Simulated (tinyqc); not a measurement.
Inside a calculation. Method: tight binding, kagome lattice. One step of it, computed by the program tinyqc.

Question. Levels at K. Diagonalise the Hermitian matrix.

H(k) at K (eV):
```
                     A                    B                    C
A             0.000000  -0.255000+0.770763i  -0.255000-0.770763i
B  -0.255000-0.770763i             0.000000  -0.255000+0.770763i
C  -0.255000+0.770763i  -0.255000-0.770763i             0.000000
```

Give: eigenvalues; weights |c|^2 of the basis functions.

Answer.

eigenvalues (eV): -1.0800  -0.5100  1.5900

weights |c|^2 of the basis functions:
```
   band 1  band 2  band 3
A  0.3333  0.3333  0.3333
B  0.3333  0.3333  0.3333
C  0.3333  0.3333  0.3333
```
